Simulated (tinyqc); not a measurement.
# Surface potential of a MOS transistor: implicit equation and explicit approximations: what changes with what

p-type body, charge-sheet picture, depletion and inversion only, full ionisation (an idealisation for deep acceptors), Boltzmann statistics (rough once Na exp(x - xn) passes about Nc/7). In units of Vt: xg = (Vg - Vfb)/Vt, x = psi/Vt, G = gamma/sqrt(Vt), xn = (2 phiF + Vc)/Vt. The implicit equation is (xg - x)^2 = G^2 [x - 1 + exp(x - xn)] for x above about 3. Cox = eps0 eox/tox.

Parameters, values chosen for the exercise; band and dielectric values close to those of silicon:
```
symbol    value   unit                                                                 meaning
T           250      K                                                             temperature
Eg         1.14     eV                                                                band gap
eps_r      11.7                                                          relative permittivity
Nc      2.09e19  cm^-3                                  conduction-band density of states at T
Nv      2.05e19  cm^-3                                     valence-band density of states at T
eox         3.9         relative permittivity of the gate insulator (close to silicon dioxide)
tox         4.2     nm                                                     insulator thickness
Na       3.2e16  cm^-3                                                        acceptor density
Vfb       -0.82      V                                                       flat-band voltage
Vc            1      V                                                    channel-body voltage
Vg         1.34      V                                                       gate-body voltage
```

Constants: q = 1.602176634e-19 C, kB = 1.380649e-23 J/K, Vt = kB T/q, eps0 = 8.8541878128e-14 F/cm where lengths are in cm. Results are converted to the units shown.

Each table varies one quantity; the others keep the values above.

## Accuracy of the approximations against gate voltage

ni = sqrt(Nc Nv) exp(-Eg/(2 Vt)), Eg in volts; phiF = Vt ln(Na/ni); gamma = sqrt(2 q eps0 eps_r Na)/Cox; VT = Vfb + Vt (xn + G sqrt(xn - 1)). Depletion value a = 1 + [sqrt(G^2/4 + xg - 1) - G/2]^2; inversion value b = xn + ln[(xg - xn)^2/G^2 - xn + 1] and first guess y = min(a, b) - ln(1 + exp(-|a - b|)) if a > xn + 1, else b = y = a; one second-order correction with D = exp(y - xn), p = 2 (xg - y) + G^2 (1 + D), w = (xg - y)^2 - G^2 (y - 1 + D): z = y + 2 w/(p + sqrt(p^2 - 2 (2 - G^2 D) w)), or the Newton step z = y + w/p where the root is not real. N_inv = (Cox Vt G/q) [sqrt(x - 1 + exp(x - xn)) - sqrt(x - 1)] at the root. Lambert form (Cox m Vt/q) W0[(G/(2 m sqrt(xn - 1))) exp((Vg - VT)/(m Vt))], m = 1 + G/(2 sqrt(xn - 1)). Errors under 1e-4 mV, and the linear form below VT, are printed as 0.

Accuracy of the approximations against gate voltage:
```
Vg (V)  psi (V)    x - xn  error of y (mV)  error of z (mV)  N_inv (cm^-2)  Cox (Vg - VT)/q (cm^-2)  Lambert form (cm^-2)
0.81      1.479    -17.75                0                0          111.9                        0                 95.16
1.01      1.669    -8.914          1.35e-4                0        7.259e5                        0               6.795e5
1.21      1.859  -0.09178            0.866                0        4.651e9                        0               4.660e9
1.41      1.964     4.777             20.1             6.30       4.682e11                 1.020e12              4.921e11
1.61      1.994     6.154             13.2            -1.76       1.335e12                 2.047e12              1.398e12
1.81      2.011     6.947             10.1           -0.580       2.270e12                 3.073e12              2.363e12
2.01      2.023     7.513             8.27           -0.285       3.231e12                 4.099e12              3.349e12
2.21      2.032     7.954             7.06           -0.167       4.207e12                 5.126e12              4.345e12
2.41      2.040     8.316             6.20           -0.108       5.191e12                 6.152e12              5.348e12
```

What does the table show?

psi rises from 1.48 to 2.04 V and ends 8.3 Vt above 2 phiF + Vc. Among the rows the first guess is off by at most 20 mV (at Vg = 1.41 V) and the corrected value by at most 6.3 mV. In the last row the linear form is 19 % above N_inv and the Lambert form 3.0 % above it; in the first row the Lambert form is 15 % below it. For Vg = 1.41, 1.61, 1.81, 2.01, 2.21, 2.41 the electron quasi-Fermi level lies less than 2 Vt below the band edge at the surface, or above it, where degeneracy and confinement, left out, matter.

## Effect of the acceptor density at fixed gate voltage

Same model as above.

Vfb is held fixed.

Effect of the acceptor density at fixed gate voltage:
```
Na (cm^-3)  psi (V)  x - xn  error of y (mV)  error of z (mV)  N_inv (cm^-2)  Cox (Vg - VT)/q (cm^-2)  Lambert form (cm^-2)
1.1e15        1.902   8.637             23.6             8.76       1.161e12                 2.124e12              1.321e12
2.3e15        1.915   7.773             23.0             8.31       1.019e12                 1.889e12              1.140e12
5.1e15        1.929   6.806             22.5             7.91       8.326e11                 1.599e12              9.138e11
1.1e16        1.940   5.791             22.4             7.76       6.072e11                 1.265e12              6.543e11
2.4e16        1.946   4.512             21.7             6.91       3.256e11                 8.442e11              3.440e11
5.3e16        1.928   2.071             4.58          -0.0121       5.016e10                 2.926e11              5.132e10
1.2e17        1.833  -3.939           0.0347                0        1.940e8                        0               1.889e8
2.6e17        1.697  -11.79                0                0        1.157e5                        0               1.029e5
```

What does the comparison show?

As Na goes from 1.1e15 to 2.6e17, psi goes from 1.90 through a maximum of 1.95 (at Na = 2.4e16 among the rows listed) to 1.70 V, x - xn falls from 8.64 to -11.8 and N_inv falls from 1.16e12 to 1.16e5 cm^-2. The Lambert form lies between 0.889 and 1.14 times N_inv. For Na = 1.1e15, 2.3e15, 5.1e15, 1.1e16 the electron quasi-Fermi level lies less than 2 Vt below the band edge at the surface, or above it, where degeneracy and confinement, left out, matter.

Program tinyqc, `OMP_NUM_THREADS=1 python tinyqc.py 2122195 2122196 out.jsonl`; Intel Xeon 2.30GHz, shared host, one thread, about 0.01 s.
